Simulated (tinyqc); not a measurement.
# Permeation of metal atoms or ions through a thin barrier or dielectric: time lag, field-aided drift and lifetime, step by step

A worked calculation. Computed by tinyqc, a small Python program that keeps every step. Command: `OMP_NUM_THREADS=1 python tinyqc.py 3030753 3030754 out.jsonl barrier walk`. One thread of a shared host (Intel(R) Xeon(R) Processor @ 2.30GHz), about 0.01 s of CPU time with the checks. Intermediate numbers are printed to about 7 digits and carried at full precision; extremes and crossings named in words are read from the listed rows.

The film 0 < x < d is empty at first; C = C0 at x = 0 and C = 0 at x = d. dC/dt = D d2C/dx2 - v dC/dx with drift v = D z e V/(k_B T d) (uniform field, no space charge).

Inputs (values chosen for the exercise, for a model case: singly charged ions through a dielectric): thickness d = 50 nm; prefactor D0 = 7e-07 cm^2/s; activation energy E = 0.741 eV; concentration at the source side C0 = 3e+14 1/cm^3; charge number z = 1; voltage V (positive drives ions across) = -0.2 V; critical dose Q_c = 2e+07 1/cm^2; test temperature T = 200 C; use temperature T_u = 70 C; time in units of d^2/D, s = 0.16.

Constants: k_B = 8.617333262e-05 eV/K.

## Scales

D = D0 exp(-E/(k_B T)); time scale d^2/D; Peclet number P = z V/(k_B T), k_B T in eV; 1 nm = 1e-7 cm. Temperatures in kelvin are T(C) + 273.15.

diffusivity D = 8.959911e-15 cm^2/s

time scale d^2/D = 2790.206 s

Peclet number P = -4.905217

## Steady flux and time lag

Steady flux J = (D C0/d) P/(1 - exp(-P)); time lag in units of d^2/D: s_L = [P (1 + exp(-P))/(1 - exp(-P)) - 2]/P^2 (P = 0: J = D C0/d, s_L = 1/6).

flux relative to D C0/d = 0.03660822

steady flux J = 19680.38 1/(cm^2 s)

time lag s_L = 0.1237860

time lag = 345.3884 s

The field opposes the ions and cuts the flux; the lag is the same as for the opposite sign.

## Dose at time s

Dose through the film Q(s) = C0 d {f (s - s_L) - 2 exp(P/2) sum_(n=1..200) (-1)^n n^2 pi^2 exp(-l_n s)/l_n^2}, l_n = n^2 pi^2 + P^2/4, f = P/(1 - exp(-P)) the relative flux.

Q/(C0 d) = 0.001853631

dose Q = 2780447 1/cm^2

time = 446.4330 s

## Time to the critical dose

Solve Q = Q_c for s. At the use temperature D and P take T_u, with the same C0 and V; 1 year = 3.15576e7 s.

s at the critical dose = 0.4879238

failure time at T = 1361.408 s

failure time at T_u = 0.1563585 years

Failure comes within a few time lags. Caution: grain boundaries, pinholes, trapping and space charge are left out; thin real barriers usually fail at defects.

## Approach to the steady line

Short-time form for P = 0: Q/(C0 d) = 4 sqrt(s) ierfc(1/(2 sqrt(s))), ierfc(y) = exp(-y^2)/sqrt(pi) - y erfc(y).

Q/(C0 d):
```
s           series  steady line f (s - s_L)  series without field  short-time form, no field
0.03  3.591244e-07              -0.00343334          4.841923e-06               4.841923e-06
0.05  1.851801e-05              -0.00270117          2.693421e-04               2.693421e-04
0.08  2.010259e-04              -0.00160293          3.206619e-03               3.206619e-03
0.12  8.482741e-04              -0.00013860          1.488727e-02               1.488727e-02
0.20  3.070535e-03               0.00279006          6.146375e-02               6.146323e-02
0.30  6.508235e-03               0.00645088          1.438244e-01               1.437858e-01
0.50  1.377492e-02               0.01377252          3.347907e-01               3.332619e-01
0.80  2.475501e-02               0.02475499          6.334088e-01               6.183799e-01
1.20  3.939827e-02               0.03939827          1.033335e+00               9.700224e-01
```

The dose lies above the steady line at all times and, among these rows, is within 1 % of it from s = 0.3 on (the lag is s_L = 0.124); for a known P the intercept of that line gives D and its slope D C0. The field changes the dose by a factor 0.0742 in the first row and 0.0381 in the last; at short times the factor tends to exp(P/2) = 0.0861.

Checks made by the program: series against a 300-cell finite-difference solution (relative difference 9e-05).
